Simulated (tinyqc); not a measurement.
Q-state Potts model on a small periodic square lattice: enumeration, Metropolis, heat-bath and Wolff steps: one step, computed by the program tinyqc.

E = -J x (number of nearest-neighbour bonds with equal states); n x n sites with periodic edges have 2 n^2 bonds. Order parameter m = (q f - 1)/(q - 1), f being the largest share of one state. Sites are numbered row by row from 0. Here q = 3 and n = 3.

Problem. Scales. K = J/(k_B T); the infinite square lattice orders at K_c = ln(1 + sqrt(q)); Wolff bond probability p = 1 - exp(-K).

Inputs (values chosen for the exercise, for a model of domains or grain orientations): number of states q = 3; coupling J = 11 meV; temperature T = 111 K.

Constants: k_B = 8.617333262e-05 eV/K.

Give: K; K_c; T_c of the infinite lattice; p.

Solution.

K = 1.1500

K_c = 1.0051

T_c of the infinite lattice = 127.01 K

p = 0.68336
